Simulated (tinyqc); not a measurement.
Wannier function of the lower band of a two-orbital chain: sweeps and comparisons. A value that a table varies takes the place of the one given here.

H(k) = [[-d/2 - 2 ta cos k, -t1 - t2 exp(-ik)], [-t1 - t2 exp(ik), d/2 - 2 tb cos k]], k in 1/a, Bloch sums with exp(ikR) and without the positions inside the cell. Mesh k_j = 2 pi j/N. Projection gauge: each lower eigenvector u is multiplied by the phase that makes <trial|u> real and positive (the one-band case of Loewdin orthogonalisation). Wannier amplitudes w(R) = (1/N) sum_k exp(ikR) u(k); hoppings H(R) = (1/N) sum_k exp(-ikR) E(k).

Parameters, chosen for this exercise:
- d = -1.16 eV (A at -d/2, B at +d/2)
- t1 = 1.7 eV (A-B in the cell)
- t2 = 1.78 eV (B to A of the next cell)
- ta = 0.05 eV (A-A between cells)
- tb = 0.31 eV (B-B between cells)
- xb = 0.68 a (position of B (A at 0))
- th = 60 degrees (trial orbital cos(th) A + sin(th) B in cell 0)

## Convergence with the mesh

Centre and Omega_I from overlaps M_j = u_j^+ diag(1, exp(-i b xb)) u_(j+1), b = 2 pi/N: centre -(1/2 pi) sum arg M, Omega_I = (1/(N b^2)) sum (1 - |M|^2). Largest error of the Fourier interpolation on 41 points from 0 to pi.

Mesh:

| N | centre (a) | Omega_I (a^2) | H(1) (eV) | largest error (meV) |
|---|---|---|---|---|
| 3 | 0.72224 | 0.07162 | -0.77379 | 874.947 |
| 4 | 0.67697 | 0.07479 | -0.99252 | 304.667 |
| 6 | 0.66787 | 0.11113 | -0.93801 | 164.889 |
| 8 | 0.66347 | 0.14214 | -0.92450 | 98.915 |
| 12 | 0.65937 | 0.19066 | -0.91774 | 39.776 |
| 16 | 0.65756 | 0.22485 | -0.91634 | 18.771 |
| 24 | 0.65606 | 0.26502 | -0.91584 | 5.518 |

What can be read from the table?

The interpolation error falls exponentially, from 304.7 meV at N = 4 to 39.776 at N = 12, because the hoppings decay exponentially for an isolated band (smallest gap 0.66 eV). Omega_I carries a finite-difference error and converges as a power: against the value 0.31357 on 400 points it is off by -0.12291 at N = 12 and -0.04855 at N = 24, an exponent of 1.34; the limit 2 is not yet reached on these meshes.

## Choice of the trial orbital

N = 16. Centre, Omega_I and Omega_D from overlaps (b = 2 pi/N, M_j = u_j^+ diag(1, exp(-i b xb)) u_(j+1); Omega_D = (1/(N b^2)) sum (arg M_j + b centre)^2).

Trial angle:

| th (deg) | smallest projection | centre (a) | Omega_I (a^2) | Omega_D (a^2) |
|---|---|---|---|---|
| 0 | 0.122 | -0.3424 | 0.22485 | 1.28355 |
| 15 | 0.139 | 0.6576 | 0.22485 | 1.28485 |
| 30 | 0.390 | 0.6576 | 0.22485 | 0.68817 |
| 45 | 0.615 | 0.6576 | 0.22485 | 0.35507 |
| 60 | 0.798 | 0.6576 | 0.22485 | 0.16596 |
| 75 | 0.838 | 0.6576 | 0.22485 | 0.05846 |
| 90 | 0.784 | 0.6576 | 0.22485 | 0.00663 |

What does this show, and why?

Omega_I is the same for all. Omega_D is smallest at 90 degrees (0.00663) and largest at 15 (1.28485). The centre jumps by a whole period for some trials: there the phase winds once across the zone, which centres the function in another cell.

## What each parameter does

N = 24: centre (folded into [0, 1)) and Omega_I from overlaps M_j = u_j^+ diag(1, exp(-i b xb)) u_(j+1), b = 2 pi/N: centre = -(1/2 pi) Im ln prod M_j, Omega_I = mean(1 - |M_j|^2)/b^2; and the first two hoppings H(R). Each row changes one parameter from the base and keeps the others.

Results:

| case | centre (a) | Omega_I (a^2) | H(1) (eV) | H(2) (eV) |
|---|---|---|---|---|
| base | 0.6561 | 0.2650 | -0.9158 | 0.1324 |
| d = -0.86 eV | 0.6800 | 0.3685 | -0.9247 | 0.1408 |
| t1 = 1.85 eV | 0.5861 | 0.2933 | -0.9477 | 0.1392 |
| t2 = 1.68 eV | 0.6108 | 0.2761 | -0.8960 | 0.1286 |
| ta = 0.15 eV | 0.6485 | 0.2207 | -0.9468 | 0.1258 |
| xb = 0.73 a | 0.6892 | 0.2667 | -0.9158 | 0.1324 |
| th = 70 degrees | 0.6561 | 0.2650 | -0.9158 | 0.1324 |

What can be read from the table?

The largest shifts from the base row, up to three for each result and ties (the steps differ in size, so this ranks the rows, not the parameters). centre (a): t1 -0.0699, t2 -0.0453, xb +0.0331; unchanged at the printed digits by th. Omega_I (a^2): d +0.1035, ta -0.0444, t1 +0.0283; unchanged at the printed digits by th. H(1) (eV): t1 -0.0319, ta -0.0310, t2 +0.0198; unchanged at the printed digits by xb and th. H(2) (eV): d +0.0084, t1 +0.0068, ta -0.0065; unchanged at the printed digits by xb and th. The trial angle is a choice of gauge and moves none of these; xb enters the position operator alone, so it leaves the hoppings.

Program tinyqc; command `OMP_NUM_THREADS=1 python tinyqc.py 1450693 1450694 out.jsonl`; about 0.2 s on one thread of a shared Intel(R) Xeon(R) Processor @ 2.30GHz.
